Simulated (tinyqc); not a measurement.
Changing the energy inside the band E: Koster-Slater impurity in a tight-binding band, by Green functions and by supercells. Computed by tinyqc, a small Python program. Command: `OMP_NUM_THREADS=1 python tinyqc.py 3009705 3009706 out.jsonl kosterslater sweep`. One thread of a shared host (Intel(R) Xeon(R) Processor @ 2.30GHz), about 0.03 s of CPU time with the checks.

One orbital per site, e(k) = -2 t sum cos(k_i) over 2 direction(s), band from -4 t to 4 t, lattice constant 1. One site has the extra energy U. Spin is left out.

Inputs (values chosen for the exercise, for a model band):

| quantity | value | unit |
|---|---|---|
| hopping t | 1.9 | eV |
| impurity potential U | -11.8 | eV |
| broadening eta | 0.15 | eV |
| impurity concentration c | 0.003 | per site |

Lattice: square.

Constants: hbar = 6.582119569e-16 eV s.

Method. Inside the band G0(z), z = E + i eta, comes from the chain form 1/(sqrt(y - 2t) sqrt(y + 2t)) (principal roots) at y = z + 2 t cos k, averaged over k in (0, pi) with 200 Gauss-Legendre points. T = U/(1 - U G0); phase shift delta = -arg(1 - U G0) in (-pi, pi]; host density of states -Im G0/pi; on the impurity -Im[G0/(1 - U G0)]/pi; lifetime of a band state hbar/(-2 c Im T).

One run for each value:

| energy inside the band E (eV) | host density of states (1/eV) | density of states on the impurity (1/eV) | phase shift delta (rad) | scattering lifetime (fs) |
|---|---|---|---|---|
| -7.220 | 0.03837 | 0.00892 | 2.386 | 28.10 |
| -5.620 | 0.04769 | 0.01239 | 2.019 | 20.24 |
| -4.010 | 0.05589 | 0.01186 | 1.874 | 21.15 |
| -2.410 | 0.06847 | 0.01017 | 1.779 | 24.65 |
| -0.802 | 0.09662 | 0.00745 | 1.675 | 33.66 |
| 0.802 | 0.09662 | 0.00523 | 0.985 | 47.95 |
| 2.410 | 0.06847 | 0.00532 | 0.786 | 47.15 |
| 4.010 | 0.05589 | 0.00494 | 0.664 | 50.74 |
| 5.620 | 0.04769 | 0.00424 | 0.555 | 59.17 |
| 7.220 | 0.03837 | 0.00268 | 0.385 | 93.68 |

What does the table show?

Over the rows, host density of states (1/eV) goes from 0.0384 through a maximum among these rows, 0.0966 at -0.802, to 0.0384; density of states on the impurity (1/eV) lies between 0.00268 and 0.0124 without a single trend; phase shift delta (rad) falls from 2.39 to 0.385.

Extremes, crossings and ranges named in words are read from the listed rows.
